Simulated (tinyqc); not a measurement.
Self-heating of a transistor with one or more fingers, with temperature-dependent conductivity: one step, computed by the program tinyqc.

N long parallel fingers lie on the top face of a slab whose bottom is held at T_0; the top is otherwise insulated, and heat flows in two dimensions. P in W/mm is 1000 P in W/m.

Problem. Extra rise from ballistic phonons. Near a source smaller than the free path, Fourier's law overstates the flow. Rough estimate: a strip that emits phonons into a half space adds a resistance times area of 4 Lambda/(3 kappa_0), from the ballistic flux C v Delta T/4 with kappa_0 = C v Lambda/3, so Delta T_b = 4 Lambda P/(3 kappa_0 w); Knudsen number Lambda/w.

Inputs (values chosen for the exercise, modelled on gallium oxide): conductivity at the base temperature kappa_0 = 18.6 W/(m K); power per gate width P = 0.14 W/mm; width of the heat source w = 0.54 micrometre; phonon free path Lambda = 20 nm.

Power: fixed power.

largest theta = 26.57689 K

Give: Knudsen number; ballistic rise Delta T_b; Delta T_b / largest theta.

Solution.

Knudsen number = 0.03704

ballistic rise Delta T_b = 0.3717 K

Delta T_b / largest theta = 0.01399

By this estimate the ballistic term is at most a fifth of the Fourier rise.
